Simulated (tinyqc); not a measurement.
How far the fits carry: temperature and isotope dependence of a band gap in oscillator models.

E(T) = E0 - sum_i sl_i th_i n_i(T), n = 1/(exp(th/T) - 1). The same coupling lowers the gap at 0 K by the zero-point term ZP = sum_i sl_i th_i/2, so the gap of the static lattice is E0 + ZP. Thermal expansion is taken as part of the slopes.

Two-parameter forms are made to pass through the falls at the two temperatures T12: Varshni aV T^2/(T + bV), from the line T^2/fall = (T + bV)/aV; one oscillator s1 t1/(exp(t1/T) - 1), with t1 from the ratio of the falls.

Inputs chosen for the exercise (near those of GaAs; shifted at random, so the results belong to these values and not to a real crystal):
```
symbol  value           unit   meaning
E0      1.511           eV     gap at 0 K
th      (114, 297)      K      temperatures of two oscillators
sl      (0.083, 0.405)  meV/K  their high-temperature slopes
T12     (190, 460)      K      temperatures of the fits
```

Falls of the gap from E0, and errors of the two fits against the model.

Results:
```
T (K)  fall (meV)  Varshni - model (meV)  one oscillator - model (meV)  fall/ZP
20           0.03                   0.69                         -0.03    0.000
50           1.40                   2.75                         -0.66    0.022
100         10.95                   3.64                         -0.64    0.169
200         47.54                  -0.39                          0.04    0.733
300         91.59                  -2.63                          0.20    1.412
400        137.93                  -1.75                          0.11    2.126
600        233.02                   6.74                         -0.35    3.592
800        329.35                  20.75                         -0.98    5.077
```

Below the first fit point the largest errors are +3.64 meV (Varshni, 100 K, on a fall of 10.95 meV) and -0.66 meV (one oscillator, 50 K); a T^2 law cannot freeze out; a single oscillator misses the soft modes. At 800 K, beyond the second fit point, they are +20.8 and -1.0 meV, so the oscillator extrapolates better here. The thermal fall equals ZP between 200 and 300 K.

Computed by tinyqc, a small Python program: `OMP_NUM_THREADS=1 python tinyqc.py 1881126 1881127 out.jsonl` (the numbers bound the seed that draws the inputs); one thread of a shared host (Intel(R) Xeon(R) Processor @ 2.30GHz), about 0.01 s for the whole set of steps.
